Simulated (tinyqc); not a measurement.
Wider gaps screen less: band offset of a heterojunction with an interface dipole (two-band chains, self-consistent charge).

Sites alternate A, C. Left: A at -G1/2, C at +G1/2, hopping -t1; right: A at D - G2/2, C at D + G2/2, hopping -t2; the bonds across the two interfaces of a ring (C left to A right, C right to A left) have -sqrt(t1 t2). D is the offset of the mid-gaps, so Ev(right) - Ev(left) = D - (G2 - G1)/2 and Ec(right) - Ec(left) = D + (G2 - G1)/2. The closing bond has its sign reversed (antiperiodic ring). Half the levels are filled with two electrons each. The charge moved is q = (electrons on the left) less one a site; the mean over the two interfaces, q/2, is taken as the charge that crosses each, and its dipole opposes the offset: D = D0 - u q/2.

From here on the ring has 24 cells a side.

Values chosen for the exercise (gaps near those of SiC and SiO2; the chains and D0 are free models, so the offsets are not those of the real pair; shifted at random, so the results belong to these values and not to a real crystal): G1 = 3.15 eV (gap on the left); t1 = 2.6 eV (hopping on the left); t2 = 1.73 eV (hopping on the right); u = 4.9 eV (potential step per electron moved across).

G2 is varied. chi = (q(+0.01) - q(-0.01))/0.02 at D = 0, S = 1/(1 + u chi/2).

Against G2:
```
G2 (eV)  chi (1/eV)       S
0.7         0.27923  0.5938
1.1         0.24811  0.6219
1.5         0.22360  0.6461
3.4         0.14794  0.7340
5.5         0.09958  0.8039
7.0         0.07652  0.8421
9.0         0.05499  0.8813
```

Give the missing row, G2 (eV) = 2.3.

Computed row:
```
G2 (eV)  chi (1/eV)       S
2.3         0.18583  0.6872
```

chi falls from 0.2792 to 0.0550 1/eV, a factor 5.1, and S rises from 0.594 to 0.881: charge crosses through the tails of states that tunnel into the other gap, and these shorten as the gap widens. u is kept fixed, though a wider gap also screens less and would raise it.

Computed by tinyqc, a small Python program: `OMP_NUM_THREADS=1 python tinyqc.py 1451488 1451489 out.jsonl` (the numbers bound the seed that draws the inputs); one thread of a shared host (Intel(R) Xeon(R) Processor @ 2.30GHz), about 0.4 s for the whole set of steps.
